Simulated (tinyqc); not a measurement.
Worked calculation: equation-of-state fits to an energy-volume table made by a known binding curve. Computed by tinyqc, a small Python program that keeps every step. Command: `OMP_NUM_THREADS=1 python tinyqc.py 3025167 3025168 out.jsonl eosfit walk`. One thread of a shared host (Intel(R) Xeon(R) Processor @ 2.30GHz), about 0.02 s of CPU time with the checks. Intermediate numbers are printed to about 6 digits and carried at full precision; extremes and crossings named in words are read from the listed rows.

With x = (V/V_0)^(1/3), the energy per atom is E = -D [1 + eta (x - 1)] exp(-eta (x - 1)), so that B0 = D eta^2/(9 V_0) and B' = 1 + 2 eta/3. B' = dB/dP at P = 0.

Inputs (values chosen for the exercise, for a model crystal):
```
quantity,value,unit
cohesive energy D,6.07,eV/atom
true volume V_0,30.5,angstrom^3/atom
stiffness eta,3.59,-
half-width of the volume window w,0.02,-
shift of the window centre s,-0.028,-
points N,7,-
compression V/V_0 for the pressure test,0.9,-
```

Binding curve: universal binding. Noise: none.

Constants: 1 eV/angstrom^3 = 160.2176634 GPa.

## Exact values of the curve

B0 and B' from the formulas above; P = -dE/dV at V = c V_0 (c the compression chosen), from the curve itself.

exact B0 = 45.6610 GPa

exact B' = 3.39333

exact pressure at c V_0 = 5.74025 GPa

## Energy-volume table

Table: V_j = V_0 [1 + s + w (2 j/(N - 1) - 1)], j = 0..N-1, rounded to 0.001; E_j from the curve, rounded to 1e-7 eV.

Table:
```
V (angstrom^3),E (eV)
29.036,-6.0592429
29.239,-6.0620994
29.443,-6.0645046
29.646,-6.0664484
29.849,-6.0679566
30.053,-6.0690461
30.256,-6.0697186
```

## Birch-Murnaghan fit

Third-order Birch-Murnaghan is a cubic in u = V^(-2/3): fit it by linear least squares, find the minimum, and take B0 = V E''(V), B' = -1 - V E'''/E'' there.

fitted E0 = -6.07000 eV

fitted V0 = 30.5000 angstrom^3

fitted B0 = 45.6669 GPa

fitted B' = 3.38244

root-mean-square residual = 1.76438e-05 meV

Against the exact curve V0 is off by 0.000 %, B0 by +0.01 % and B' by -0.3 %. Caution: the fitted minimum lies outside the window, so V0 and B0 are extrapolated.

## Errors of the Birch-Murnaghan fit

Errors are fitted minus exact, relative; the pressure at c V_0 uses P = (3 B0/2) (x^7 - x^5) [1 + (3/4)(B' - 4)(x^2 - 1)], x = (V0/V)^(1/3) with the fitted values.

error of B0 = 0.0129689 %

error of B' = -0.320942 %

fitted pressure at c V_0 = 5.74106 GPa

error of that pressure = 0.0141243 %

## Vinet fit by Gauss-Newton steps

Vinet: E = E0 + (9 B0 V0/h^2) {1 + [h (1 - x) - 1] exp(h (1 - x))}, P = 3 B0 (1 - x) x^-2 exp(h (1 - x)), x = (V/V0)^(1/3), h = (3/2)(B' - 1). Gauss-Newton steps on (E0, V0, B0, B'): solve J d = r by least squares, r the residuals and J their derivatives (central differences, relative step 1e-5); start from the parabola fit in V with B' = 4; stop when all relative changes are below 1e-7.

Iterations:
```
step,E0 (eV),V0 (angstrom^3),B0 (GPa),B',rms residual (meV)
0,-6.06992,30.4559,51.6078,4.00000,4.13801e-01
1,-6.06999,30.4950,45.6165,3.46814,3.86795e-02
2,-6.07000,30.5000,45.6605,3.39234,1.12342e-04
3,-6.07000,30.5000,45.6612,3.39231,1.61102e-05
4,-6.07000,30.5000,45.6612,3.39231,1.61102e-05
```

B0, Vinet = 45.6612 GPa

B', Vinet = 3.39231

The Vinet form is this binding curve itself, so without noise it returns the exact values but for the rounding of the table.

## Five forms on the same table

Murnaghan: E = E0 + (B0 V/B') [(V0/V)^B'/(B' - 1) + 1] - B0 V0/(B' - 1), P = (B0/B') [(V0/V)^B' - 1]. Birch-Murnaghan: E = E0 + (9 V0 B0/16) [y^3 B' + y^2 (2 - 4 y)], y = (V0/V)^(2/3) - 1; P = (3 B0/2) (x^7 - x^5) [1 + (3/4)(B' - 4)(x^2 - 1)], x = (V0/V)^(1/3). All are least-squares fits to the energies; for polynomials in V, B0 = V E'' and B' = -1 - V E'''/E'' at the minimum.

Fitted values:
```
form,V0 (angstrom^3),B0 (GPa),B',P at c V_0 (GPa)
exact,30.5000,45.6610,3.39333,5.74025
parabola in V,30.4559,51.6078,-1.00000,-
cubic in V,30.5018,45.2959,4.02775,-
Murnaghan,30.4997,45.7276,3.28197,5.75511
Birch-Murnaghan,30.5000,45.6669,3.38244,5.74106
Vinet,30.5000,45.6612,3.39231,5.73999
```

In B0 the Vinet form comes closest (0.00 %) and the parabola in V form misses most (+13.02 %). A parabola in V has no third derivative, so its B' is -1 by construction. At c V_0, beyond the window, the pressure errors are Murnaghan +0.3 %, Birch-Murnaghan 0.0 %, Vinet 0.0 %.

## The width of the window

The table is made anew for each w.

Errors (%):
```
w,"B0, parabola","B0, cubic","B0, Murnaghan","B0, Birch-Murnaghan","B0, Vinet","B', Birch-Murnaghan"
0.03,13.157,-0.702,0.128,0.009,-0.002,-0.267
0.05,13.575,-0.376,0.079,0.006,-0.001,-0.285
0.08,14.599,0.420,-0.040,-0.005,0.000,-0.301
0.12,16.727,2.084,-0.282,-0.028,0.000,-0.306
0.16,19.769,4.487,-0.609,-0.059,0.000,-0.314
0.22,26.193,9.648,-1.238,-0.119,0.000,-0.313
```

The Birch-Murnaghan error of B0 is smallest among these at w = 0.08 (0.005 % in size); it is 0.009 % at the narrowest and 0.119 % at the widest.  The Vinet form is the binding curve itself here, so its error comes from noise and rounding alone. At the widest window the errors of B0 are +26.2 % for the parabola and +9.6 % for the cubic in V.

Checks made by the program: nonlinear Birch-Murnaghan fit against the linear one (relative difference 9e-10).
